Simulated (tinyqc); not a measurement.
The 3-omega method: a line heater on a substrate with a thin film. Changing the current frequency f. Computed by tinyqc, a small Python program. Command: `OMP_NUM_THREADS=1 python tinyqc.py 3002075 3002076 out.jsonl threeomega sweep`. One thread of a shared host (Intel(R) Xeon(R) Processor @ 2.30GHz), about 0.02 s of CPU time with the checks.

A current at angular frequency omega = 2 pi f heats the line at 2 omega with the amplitude P per length; the temperature swing Delta T at 2 omega gives a voltage at 3 omega. The substrate is taken as semi-infinite and isotropic, and the heat capacity of heater and film is left out.

Inputs (values chosen for the exercise, modelled on polycrystalline aluminium nitride on diamond):
```
quantity                                    value           unit
substrate conductivity kappa                 1790        W/(m K)
substrate heat capacity C                    1.75  1e6 J/(m^3 K)
heater half-width b                            23     micrometre
power amplitude per length P                   11            W/m
film thickness t                              370             nm
film conductivity kappa_f                      28        W/(m K)
interface resistance R_i                      3.9       m^2 K/GW
substrate thickness d_s                       725     micrometre
temperature coefficient of resistance beta      2         1e-3/K
voltage amplitude V_1                         1.2              V
```

Method:
- D = kappa/C; q = sqrt(2 i omega/D); penetration depth 1/|q| = sqrt(D/(2 omega)).
- Delta T_s = (P/(pi kappa)) int_0^infinity (sin x/x)^2 / sqrt(x^2 + (q b)^2) dx with (q b)^2 = i |q b|^2, averaged over the heater width (12 Gauss-Legendre points on each of the pieces 0, 14 log-spaced edges from 1e-5 to 1, and multiples of pi to 40 pi; the tail adds 1/(4 (40 pi)^2)).
- For |q| b much below 1: Delta T_s = (P/(pi kappa)) [-ln(|q| b) + eta - i pi/4], eta = 3/2 - C_E = 0.92278, with Euler's C_E = 0.5772157.
- One-dimensional flow across the film: Delta T_f = P (t/kappa_f + R_i)/(2 b); total in-phase swing Delta T = Delta T_s + Delta T_f; third-harmonic amplitude V_3 = V_1 beta |Delta T|/2 with the out-of-phase part included; the apparent film conductivity is t/(t/kappa_f + R_i).
- Take the in-phase swing at f and at 2f; in the narrow-line limit kappa = P ln 2/(2 pi [Delta T(f) - Delta T(2f)]), whatever the film and the heater width.

One run for each value; columns: (1) current frequency f (Hz); (2) in-phase Delta T_s (K); (3) out-of-phase Delta T_s (K); (4) error of the slope method (%); (5) penetration depth (micrometre); (6) film share of the in-phase swing:
```
(1)          (2)         (3)         (4)     (5)      (6)
3       0.012412  -0.0015363  7.3631e-04  5208.9  0.24796
10      0.011235  -0.0015362  2.4544e-03  2853.0  0.26701
30      0.010160  -0.0015360  7.3618e-03  1647.2  0.28714
100     0.008983  -0.0015353  2.4525e-02   902.2  0.31300
300     0.007909  -0.0015337  7.3478e-02   520.9  0.34101
1000    0.006732  -0.0015288  2.4402e-01   285.3  0.37807
3000    0.005661  -0.0015174  7.2629e-01   164.7  0.41959
30000   0.003451  -0.0014195  6.8957e+00    52.1  0.54250
100000  0.002372  -0.0012676  2.1666e+01    28.5  0.63309
```

Give the missing row, current frequency f (Hz) = 10000.

Computed row; columns: (1) current frequency f (Hz); (2) in-phase Delta T_s (K); (3) out-of-phase Delta T_s (K); (4) error of the slope method (%); (5) penetration depth (micrometre); (6) film share of the in-phase swing:
```
(1)         (2)         (3)         (4)   (5)      (6)
10000  0.004495  -0.0014859  2.3757e+00  90.2  0.47658
```

Interpolating between the two neighbouring rows (the first column on a logarithmic scale, the others too where they are positive) misses most in in-phase Delta T_s (K), by 2.8 %. Over the rows, in-phase Delta T_s (K) falls from 0.0124 to 0.00237 (exponent d ln y / d ln x -0.083 between the first rows and -0.31 between the last); out-of-phase Delta T_s (K) rises from -0.00154 to -0.00127; error of the slope method (%) rises from 7.36e-4 to 21.7 (exponent d ln y / d ln x about 0.99 throughout). At the low end the exponent of out-of-phase Delta T_s is 0.00, close to 0: the narrow-line value does not depend on f. The exponent of penetration depth stays at -0.50: a diffusion length. The in-phase swing falls linearly in ln f while the penetration depth is much larger than b; the film step does not depend on f, so its share grows.

Caution (rows 3.00, 10.0, 30.0, 100, 300, 1000, 3000): the penetration depth exceeds a fifth of the substrate thickness, so the back face is felt and the semi-infinite formula fails.
